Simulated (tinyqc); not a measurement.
Zero-field barrier from two thresholds.

Inverse problem. The photoemission threshold over an interface barrier is Phi = P0 - sqrt(q F/(4 pi eps0 ei)). Find P0 and ei.

Constants: q = 1.602176634e-19 C, eps0 = 8.8541878128e-14 F/cm where lengths are in cm. Results are converted to the units shown.

thresholds at F = 0.7 and 4.5 MV/cm (eV): [2.6124342, 2.3704978]

Solution. Phi is linear in sqrt(F): the intercept is P0 and the slope gives ei.

P0 = 2.77 eV
ei = 4.06

Program tinyqc, `OMP_NUM_THREADS=1 python tinyqc.py 2410107 2410108 out.jsonl`; Intel Xeon 2.30GHz, shared host, one thread, about 0.01 s.
